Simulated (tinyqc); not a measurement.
From one set of inputs to another, one input at a time: spin coating of a resist or spin-on film: centrifugal thinning, evaporation and the final thickness (Emslie and Meyerhofer models). Computed by tinyqc, a small Python program. Command: `OMP_NUM_THREADS=1 python tinyqc.py 3111935 3111936 out.jsonl spincoat ladder`. One thread of a shared host (Intel(R) Xeon(R) Processor @ 2.30GHz), about 0.3 s of CPU time with the checks.

A Newtonian film stays uniform over the wafer; solvent and solids have the same density and the concentration is uniform through the thickness.

The inputs printed are set A. Inputs not listed in the table keep their values of set A, so the rows need not describe a real material.

Inputs (values chosen for the exercise, of the order of those of a polymer resist in an ester solvent):
```
quantity                                 value          unit
solids volume fraction c0                0.057             -
kinematic viscosity of the solvent nu_s    2.2        mm^2/s
viscosity constant k                      3400        mm^2/s
viscosity exponent gamma                   3.3             -
spin speed f                              4000           rpm
evaporation rate at 1000 rpm e0           0.12  micrometre/s
starting thickness h0                      200    micrometre
wafer radius R                             100            mm
shrinkage in the bake                       11             %
```

Method:
- omega = 2 pi f/60; nu(c) = nu_s + k c^gamma; evaporation rate e = e0 sqrt(f/1000 rpm).
- Flow constant K = 2 omega^2/(3 nu(c0)); Reynolds number of the air omega R^2/nu_air with nu_air = 15 mm^2/s.
- Meyerhofer estimate: flow rules until (1 - c0) K h^3 = e, then evaporation alone: h_w = (e/((1 - c0) K))^(1/3), dry film c0 h_w.
- Full model for solids s and liquid l per area, h = s + l, c = s/h: ds/dt = -c Q, dl/dt = -(1 - c) Q - e, Q = 2 omega^2 h^3/(3 nu(c)); integrated adaptively (relative tolerance 1e-9) until l = 0.
- Dry film = s at l = 0, before the bake; film after the bake = s x (1 - shrinkage).

Each row keeps all changes above it:
```
input moved                                        from    to  dry film (nm)  time to dry (s)  wet thickness h_w (micrometre)
set A                                                 -     -          105.5            8.545                          1.7508
spin speed f (rpm)                                 4000  5000           94.4            6.836                          1.5660
viscosity exponent gamma                            3.3   2.8          109.2            7.783                          1.7284
solids volume fraction c0                         0.057  0.33         2505.7           22.244                          6.9728
viscosity constant k (mm^2/s)                      3400   720         1511.1           13.444                          4.2282
kinematic viscosity of the solvent nu_s (mm^2/s)    2.2  0.92         1498.2           13.311                          4.1753
```

Where does the difference come from?

dry film goes from 105 to 1500, a factor 14.2 in all. The largest single move comes from solids volume fraction c0 (a factor 22.9), and viscosity constant k works against it (a factor 0.603). Time to dry goes from 8.55 to 13.3, a factor 1.56 in all. The largest single move comes from solids volume fraction c0 (a factor 2.86), and viscosity constant k works against it (a factor 0.604). wet thickness h_w goes from 1.75 to 4.18, a factor 2.38 in all. The largest single move comes from solids volume fraction c0 (a factor 4.03), and viscosity constant k works against it (a factor 0.606). The single moves hold for this order of the switches; the total does not depend on the order.

Caution (rows spin speed f, viscosity exponent gamma, solids volume fraction c0, viscosity constant k, kinematic viscosity of the solvent nu_s): above a Reynolds number of about 3e5 the air flow near the rim turns turbulent, and evaporation is no longer uniform.

Extremes, crossings and ranges named in words are read from the listed rows.
